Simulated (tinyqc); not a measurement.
Length offset and series resistance from crossing lines.

Question. R_total = Rs + k (L - dL)/Vo with constant Rs, dL and k. Find k, dL and Rs.

R_total at (L, Vo) = (90, 0.39), (180, 0.39), (90, 0.72) and (180, 0.72), L in nm and Vo in V (ohm um): [966.46154, 1981.8462, 569.33333, 1119.3333]

Solution. At each overdrive R is a straight line in L with slope k/Vo; the two lines cross at L = dL, R = Rs.

k = 4.40 ohm um V/nm
dL = 13.2 nm
Rs = 100 ohm um

tinyqc, about 0.03 s, one thread, Intel Xeon 2.30GHz (shared host): `OMP_NUM_THREADS=1 python tinyqc.py 2282131 2282132 out.jsonl`
